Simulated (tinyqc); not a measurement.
Inverse iteration on a symmetric matrix, step by step. Computed by tinyqc, a small Python program that keeps every step. Settings: method = inverse, shift = 0.09. Command: `OMP_NUM_THREADS=1 python tinyqc.py 23884 23885 out.jsonl` (the two numbers bound the seeds that draw the settings). One thread of a shared host (Intel(R) Xeon(R) Processor @ 2.60GHz), about 0.01 s of CPU time with the checks.

A:
$$\begin{pmatrix}
1.139000 & 0.183000 & 0.348000 & -0.009000 & -0.470000 \\
0.183000 & 1.278000 & 0.017000 & -0.081000 & -0.011000 \\
0.348000 & 0.017000 & 4.544000 & 0.571000 & -0.051000 \\
-0.009000 & -0.081000 & 0.571000 & 4.818000 & 0.168000 \\
-0.470000 & -0.011000 & -0.051000 & 0.168000 & 5.655000
\end{pmatrix}$$

Stop when the residual |A v - lambda v| is below 1e-9.

Steps:
```
step      lambda  residual
1     1.61150915  1.07e+00
2     1.27788639  3.18e-01
3     1.18808722  2.15e-01
4     1.10739819  2.00e-01
5     1.04261082  1.68e-01
6     1.00128887  1.28e-01
7     0.97879162  9.14e-02
8     0.96759187  6.35e-02
9     0.96226470  4.35e-02
10    0.95978580  2.95e-02
11    0.95864407  2.00e-02
12    0.95812070  1.35e-02
13    0.95788131  9.15e-03
14    0.95777192  6.19e-03
15    0.95772196  4.18e-03
16    0.95769914  2.83e-03
17    0.95768873  1.91e-03
18    0.95768397  1.29e-03
19    0.95768180  8.72e-04
20    0.95768081  5.89e-04
21    0.95768036  3.98e-04
22    0.95768015  2.69e-04
23    0.95768005  1.82e-04
24    0.95768001  1.23e-04
25    0.95767999  8.30e-05
26    0.95767998  5.61e-05
27    0.95767998  3.79e-05
28    0.95767998  2.56e-05
29    0.95767998  1.73e-05
30    0.95767998  1.17e-05
```

Can the last value be used, and what does the course show?

Not by the stop rule, although the second column moves by less than 1e-07 over the last three steps. Not converged in 30 steps: the residual falls only by the ratio of the two smallest distances of eigenvalues from the shift, 0.68 a step. all eigenvalues, for comparison: [0.957680, 1.374128, 4.099767, 5.267367, 5.735058].
